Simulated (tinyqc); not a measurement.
# A barrier in a uniform field, exact transmission by Airy functions: exact and WKB transmission against voltage

The left lead has its band edge at 0, the barrier edge falls as U(x) = U0 - F x with F = V/d for 0 < x < d, and the right lead has its edge at -V. No transverse momentum; C = hbar^2/(2 m0); psi and psi'/m are continuous. M carries (psi, psi'/m) across the barrier.

Energy scale e = (C F^2/m1)^(1/3), z(x) = (U(x) - E)/e, s = (dz/dx)/m1 = -F/(e m1); v = k/m in a lead. With a = Ai, a' = Ai', b = Bi, b' = Bi' at z1 (left edge) and z2 (right edge): M11 = pi (a2 b1' - b2 a1'), M12 = (pi/s)(b2 a1 - a2 b1), M21 = pi s (a2' b1' - b2' a1'), M22 = pi (b2' a1 - a2' b1). With M acting on (psi, psi'/m) and v = k/m in each lead, T(E) = 4 vL vR/[(vL vR M12 - M21)^2 + (vR M11 + vL M22)^2]. WKB: exp(-S), S = (4/(3 F)) sqrt(m1/C) [max(U0 - E, 0)^1.5 - max(U0 - F d - E, 0)^1.5].

Parameters, values chosen for the exercise; U0 - E and the mass are of the order of those of zirconium oxide on silicon: mass in the left lead mL = 0.41 m0; barrier edge at x = 0 U0 = 2.35 eV; mass in the barrier m1 = 0.25 m0; electron energy E = 0.97 eV; barrier width d = 2.5 nm; mass in the right lead mR = 0.41 m0.

Constants: q = 1.602176634e-19 C, hbar = 1.054571817e-34 J s, m0 = 9.1093837015e-31 kg, hbar^2/(2 m0) = 0.0380998212 eV nm^2. Results are converted to the units shown.

Result of one run:

| V (V) | z2 | T(E), exact | exp(-S) | ratio |
|---|---|---|---|---|
| 2.749 | -2.406 | 0.01590 | 0.006504 | 2.445 |

What becomes of these results when the voltage across the barrier V is changed from 2.749 to 3.082 V, all else the same?

Result of the changed run:

| V (V) | z2 | T(E), exact | exp(-S) | ratio |
|---|---|---|---|---|
| 3.082 | -2.771 | 0.02271 | 0.01121 | 2.027 |

The whole series:

| V (V) | z2 | T(E), exact | exp(-S) | ratio |
|---|---|---|---|---|
| 0.414 | 5.997 | 3.528e-6 | 9.627e-7 | 3.665 |
| 0.748 | 2.645 | 1.024e-5 | 2.844e-6 | 3.601 |
| 1.081 | 0.9789 | 3.138e-5 | 9.993e-6 | 3.140 |
| 1.415 | -0.09576 | 1.048e-4 | 5.643e-5 | 1.858 |
| 1.748 | -0.8746 | 3.889e-4 | 3.638e-4 | 1.069 |
| 2.082 | -1.485 | 0.001624 | 0.001296 | 1.253 |
| 2.415 | -1.983 | 0.006545 | 0.003241 | 2.019 |
| 2.749 | -2.406 | 0.01590 | 0.006504 | 2.445 |
| 3.082 | -2.771 | 0.02271 | 0.01121 | 2.027 |
| 3.416 | -3.096 | 0.03047 | 0.01738 | 1.753 |
| 3.749 | -3.385 | 0.04325 | 0.02492 | 1.736 |
| 4.083 | -3.649 | 0.06174 | 0.03370 | 1.832 |
| 4.416 | -3.890 | 0.08317 | 0.04352 | 1.911 |

The exact T(E) rises from 3.53e-6 to 0.0832. The ratio to WKB lies between 1.07 and 3.66. For V above U0 - E = 1.38 V (z2 < 0) the ratio turns 3 time(s) among the rows: the wave runs freely over the last part of the barrier and is partly reflected at x = d, and the two waves interfere. In 6 of the 13 rows the field exceeds 10 MV/cm (up to 17.7), more than most dielectrics sustain; the model ignores breakdown.

Range of the model: Masses are held fixed, although real bands cease to be parabolic a few tenths of an eV from their edges.

Computed by the program tinyqc: `OMP_NUM_THREADS=1 python tinyqc.py 2580021 2580022 out.jsonl`, one thread of a shared Intel Xeon 2.30GHz, about 0.01 s for the whole run.
